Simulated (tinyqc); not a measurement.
Quasi-harmonic thermal expansion with mode Grueneisen parameters: one step, computed by the program tinyqc. Command: `OMP_NUM_THREADS=1 python tinyqc.py 3023041 3023042 out.jsonl qha walk`. One thread of a shared host (Intel(R) Xeon(R) Processor @ 2.30GHz), about 0.03 s of CPU time with the checks.

A crystal with two atoms a cell; per atom there are 1 transverse acoustic (TA), 1/2 longitudinal acoustic (LA) and 3/2 optical (O) modes. Every frequency of group i scales as nu_i (V/V0)^(-gamma_i). Each group has one frequency. Static energy: E = (9 V0 B0/16) [y^3 B' + y^2 (2 - 4 y)], y = (V0/V)^(2/3) - 1, with pressure P_s = (3 B0/2) (z^7 - z^5) [1 + (3/4)(B' - 4)(z^2 - 1)], z = (V0/V)^(1/3).

Task: Properties at the equilibrium volume. For a mode with x = h nu/(k_B T), n = 1/(exp(x) - 1): U = h nu (n + 1/2), C/k_B = x^2 n (n + 1); U_i and C_i sum these over group i with its weight per atom. Phonon pressure P_ph = sum_i gamma_i U_i/V. B_T = -V d(P_s + P_ph)/dV at fixed T (central difference, step 1e-4 V); alpha_V = sum gamma_i C_i k_B/(B_T V), all at V(T); the linear coefficient is alpha_L = alpha_V/3. C_P - C_V = alpha_V^2 B_T V T; the optical frequency is nu_O (V/V0)^(-gamma_O).

Inputs (values chosen for the exercise, for a model crystal):
```
quantity                       value             unit
static volume V0                21.6  angstrom^3/atom
static bulk modulus B0           155              GPa
static B'                       5.13                -
frequency nu_TA                 1.88              THz
frequency nu_LA                 2.93              THz
frequency nu_O                  5.79              THz
Grueneisen parameter gamma_TA   0.64                -
Grueneisen parameter gamma_LA    1.3                -
Grueneisen parameter gamma_O     1.9                -
temperature T                    800                K
```

Acoustic groups: Einstein.

volume V(T) = 21.90586 angstrom^3/atom

Constants: h x 1 THz = 4.135667696 meV; k_B = 8.617333262e-05 eV/K; 1 eV/angstrom^3 = 160.2176634 GPa.

Give: volume change from V0; isothermal bulk modulus B_T; linear expansion coefficient; C_V; C_P - C_V; optical frequency at V(T).

Result:

volume change from V0 = 1.416 %

isothermal bulk modulus B_T = 146.3 GPa

linear expansion coefficient = 5.904 ppm/K

C_V = 2.984 k_B/atom

C_P - C_V = 0.05825 k_B/atom

optical frequency at V(T) = 5.637 THz
